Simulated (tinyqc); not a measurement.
What moves the results: optical transitions of a finite quantum well. A value that a table varies takes the place of the one given here.

Each carrier sees a square well of width L with its own depth V and masses m (inside), mb (outside); c = hbar^2/2m0, k = sqrt(m E/c), kappa = sqrt(mb (V - E)/c), and level n solves k L + 2 atan[(k/m)/(kappa/mb)] = n pi. The envelope is cos(kz) for odd n and sin(kz) for even n inside, joins exp(-kappa (|z| - L/2)) outside, and is normalised to 1. Excitons and band mixing are left out.

Constants: hbar^2/2m0 = 3.80998211 eV angstrom^2; e^2/(4 pi eps0) = 14.39964547 eV angstrom; hc = 1239.841984 eV nm.

Parameters, chosen for this exercise (near those of a GaAs well in AlGaAs; shifted at random, so the results belong to these values and not to a real crystal): L = 139 angstrom (well width); Vc = 0.251 eV (conduction offset); me = 0.0665 m0 (electron, well); meb = 0.0927 m0 (electron, barrier); eps = 12 (background dielectric constant); Nss = (0.065, 0.16, 0.33, 0.65, 0.98, 1.3, 2) x 1e12/cm^2 (sheet densities); Eg = 1.514 eV (gap of the well); Vv = 0.135 eV (valence offset); mh = 0.337 m0 (heavy hole along z, well); mhb = 0.392 m0 (heavy hole, barrier); ml = 0.091 m0 (light hole along z, well); mlb = 0.1065 m0 (light hole, barrier); Ls = (26, 41, 52, 60, 86, 104, 140) angstrom (widths).

## Depolarisation shift

The collective line lies at E12 sqrt(1 + a), a = 8 pi q (n1 - n2) S/(eps E12), q = e^2/(4 pi eps0), S = integral over z of (integral up to z of psi_1 psi_2)^2. Zero temperature with the mass me in both subbands: n1 - n2 = Ns until Ns reaches D E12, D = me/(2 pi c), and D E12 beyond. 1e12/cm^2 = 1e-4/angstrom^2; exchange and the static band bending by the charge are left out.

Line position:

| Ns (1e12/cm^2) | n1 - n2 | a | line (meV) | shift (meV) |
|---|---|---|---|---|
| 0.065 | 0.065 | 0.0350 | 56.07 | 0.96 |
| 0.16 | 0.160 | 0.0862 | 57.43 | 2.32 |
| 0.33 | 0.330 | 0.1777 | 59.81 | 4.70 |
| 0.65 | 0.650 | 0.3500 | 64.03 | 8.92 |
| 0.98 | 0.980 | 0.5277 | 68.11 | 13.01 |
| 1.3 | 1.300 | 0.7000 | 71.85 | 16.74 |
| 2.0 | 1.531 | 0.8243 | 74.43 | 19.33 |

S = 9.839 angstrom
E12 = 55.11 meV

The upward shift grows from 0.96 to 19.33 meV, 35.1 % of E12 at most. It stops moving once e2 starts to fill, at Ns = 1.53 e12/cm^2. For small a the shift is a E12/2, linear in Ns; in the last row that rule gives 22.71 meV. S/L = 0.0708, against 5/(9 pi^2) = 0.0563 for hard walls.

## Width of the well

Edge wavelength hc/(Eg + e1 + hh1), squared e1-hh1 overlap, lh1 - hh1, and the 1-2 intersubband energy with f_12 = (m1/c) E12 z_12^2, 1/m1 = <1|1/m|1> (dash: e2 unbound).

Results:

| L (angstrom) | edge (nm) | overlap^2 | lh1 - hh1 (meV) | E12 (meV) | f_12 |
|---|---|---|---|---|---|
| 26 | 727.0 | 0.9387 | 36.9 | - | - |
| 41 | 757.1 | 0.9614 | 32.2 | - | - |
| 52 | 771.0 | 0.9704 | 27.3 | 172.6 | 0.669 |
| 60 | 778.5 | 0.9750 | 24.2 | 160.9 | 0.925 |
| 86 | 793.8 | 0.9842 | 16.5 | 110.0 | 0.983 |
| 104 | 799.8 | 0.9878 | 13.0 | 85.1 | 0.977 |
| 140 | 806.8 | 0.9921 | 8.6 | 54.5 | 0.969 |

The edge tunes from 727 to 807 nm, towards hc/Eg = 819 nm, while the overlap goes from 0.939 to 0.992. e2 binds at L = pi sqrt(c/(me Vc)) = 47.5 angstrom; f_12 starts from zero there and is 0.669 at 52 angstrom, the rest going to the continuum; among the widths listed it peaks at 0.983 (86 angstrom) and is 0.969 in the widest well, against 0.961 for hard walls.

## What each parameter does

Edge wavelength hc/(Eg + e1 + hh1), squared overlap of e1 and hh1, and the confinement energies. Each row changes one parameter from the base and keeps the others.

Results:

| case | edge (nm) | overlap^2 | e1 (meV) | hh1 (meV) |
|---|---|---|---|---|
| base | 806.7 | 0.9920 | 18.5 | 4.4 |
| L = 153 angstrom | 808.4 | 0.9931 | 15.9 | 3.7 |
| Eg = 1.544 eV | 791.3 | 0.9920 | 18.5 | 4.4 |
| Vc = 0.213 eV | 807.0 | 0.9887 | 17.9 | 4.4 |
| Vv = 0.162 eV | 806.6 | 0.9898 | 18.5 | 4.5 |
| me = 0.0732 m0 | 807.3 | 0.9942 | 17.4 | 4.4 |
| mh = 0.286 m0 | 806.4 | 0.9947 | 18.5 | 5.0 |
| meb = 0.1112 m0 | 807.0 | 0.9905 | 17.9 | 4.4 |

The largest shifts from the base row, up to three for each result and ties (the steps differ in size, so this ranks the rows, not the parameters). edge (nm): Eg -15.4, L +1.8, me +0.6. overlap^2: Vc -0.0033, mh +0.0027, me +0.0022, Vv -0.0022; unchanged at the printed digits by Eg. e1 (meV): L -2.6, me -1.1, meb -0.6, Vc -0.6; unchanged at the printed digits by Eg, Vv and mh. hh1 (meV): L -0.7, mh +0.6, Vv +0.1; unchanged at the printed digits by Eg, Vc, me and meb.

Computed by tinyqc, a small Python program: `OMP_NUM_THREADS=1 python tinyqc.py 1252430 1252431 out.jsonl` (the numbers bound the seed that draws the inputs); one thread of a shared host (Intel(R) Xeon(R) Processor @ 2.30GHz), about 0.1 s for the whole set of steps.
